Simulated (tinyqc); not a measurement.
Comparisons within one model: ellipsoidal valleys in the axes of a wafer and a channel. A value that a table varies takes the place of the one given here.

Valleys with axes a along x, y and z, two valleys each; inverse mass tensor w = 1/mt + (1/ml - 1/mt) a a. Device axes: z = nz/|nz|, x = nx/|nx|, y = z cross x; in them a = (ax, ay, az). Confinement mass mz = 1/w_zz. In the plane w_ij is replaced by u_ij = w_ij - w_iz w_jz/w_zz (i, j = x, y); density-of-states mass md = 1/sqrt(det u); conductivity mass along x mc = 1/u_xx; ballistic transport mass mx = u_yy/det u, width mass my = 1/u_yy.

Hard walls: E_n = c (n pi/t)^2/mz, c = hbar^2/2m0, n = 1, 2, 3. Non-degenerate share of a valley proportional to md sum_n exp(-E_n/kT); mean 1/mc = sum of share/mc. 1 nm = 10 angstrom.

Constants: hbar^2/2m0 = 3.80998211 eV angstrom^2; kB = 8.617333262e-05 eV/K.

Inputs chosen for the exercise (near those of the Delta valleys of Si; not measured data): ml = 0.907 m0 (longitudinal mass); mt = 0.193 m0 (transverse mass); t = 8.5 nm (thickness of the film); T = 400 K (temperature); nz = (0, 0, 1) (surface normal (confinement)); nx = (1, 1, 0) (channel direction).

## Wafer and channel orientation

For each face/channel: the lowest ladder (mz, number of valleys, md, E1, share) and the mean conductivity mass over all valleys.

Results:

| face/channel | mz | valleys | md | E1 (meV) | share | mean mc |
|---|---|---|---|---|---|---|
| (100)/[011] | 0.907 | 2 | 0.193 | 5.7 | 0.421 | 0.2499 |
| (001)/[110] | 0.907 | 2 | 0.193 | 5.7 | 0.421 | 0.2499 |
| (111)/[11-2] | 0.262 | 6 | 0.359 | 19.9 | 1.000 | 0.2996 |
| (110)/[1-11] | 0.318 | 4 | 0.326 | 16.4 | 0.709 | 0.3129 |
| (113)/[1-10] | 0.542 | 2 | 0.250 | 9.6 | 0.401 | 0.2587 |
| (112)/[11-1] | 0.406 | 2 | 0.288 | 12.8 | 0.379 | 0.3200 |
| (110)/[001] | 0.318 | 4 | 0.326 | 16.4 | 0.709 | 0.2503 |

How do the results move?

The mean conductivity mass is lowest, 0.2499, for (100)/[011] and (001)/[110] and highest, 0.3200, for (112)/[11-1]; the bulk value is 0.2617. The confinement energy is lowest on the face with the heaviest mz ((100), 6 meV). The density of states of the lowest ladder, valleys times md, runs between 0.386 and 2.156; a small value limits the charge through the quantum capacitance.

## Thickness of the film

Share of the lowest ladder and mean conductivity mass.

Results:

| t (nm) | lowest E1 (meV) | spread of E1 (meV) | share of the lowest ladder | mean mc |
|---|---|---|---|---|
| 2.0 | 103.6 | 383.4 | 1.000 | 0.1930 |
| 3.0 | 46.1 | 170.4 | 0.971 | 0.1953 |
| 4.0 | 25.9 | 95.9 | 0.805 | 0.2091 |
| 5.0 | 16.6 | 61.4 | 0.632 | 0.2257 |
| 7.0 | 8.5 | 31.3 | 0.473 | 0.2435 |
| 10.0 | 4.1 | 15.3 | 0.385 | 0.2546 |
| 14.0 | 2.1 | 7.8 | 0.317 | 0.2639 |

What does this show?

The spread falls as 1/t^2 and passes kT = 34.5 meV between t = 5 and 7 nm; the share of the lowest ladder goes from 1.000 to 0.317 and the mean mass goes from 0.1930 to 0.2639, against 0.2617 for equal shares, the limit of a thick film (the bulk value 3/(1/ml + 2/mt) is 0.2617). Three subbands a valley become too few once E3 nears kT.

## What each parameter does

Lowest E1, its share and the mean conductivity mass. Each row changes one parameter from the base and keeps the others.

Results:

| case | lowest E1 (meV) | share | mean mc (m0) |
|---|---|---|---|
| base | 5.74 | 0.4212 | 0.2499 |
| ml = 0.998 m0 | 5.21 | 0.4213 | 0.2518 |
| mt = 0.174 m0 | 5.74 | 0.4346 | 0.2255 |
| t = 7.65 nm | 7.08 | 0.4475 | 0.2466 |
| T = 440 K | 5.74 | 0.4103 | 0.2513 |

What can be read from the table?

The largest shifts from the base row, up to three for each result and ties (the steps differ in size, so this ranks the rows, not the parameters). lowest E1 (meV): t +1.35, ml -0.52; unchanged at the printed digits by mt and T. share: t +0.0263, mt +0.0133, T -0.0110. mean mc (m0): mt -0.0244, t -0.0033, ml +0.0018.

Program tinyqc; command `OMP_NUM_THREADS=1 python tinyqc.py 1850532 1850533 out.jsonl`; about 0.01 s on one thread of a shared Intel(R) Xeon(R) Processor @ 2.30GHz.
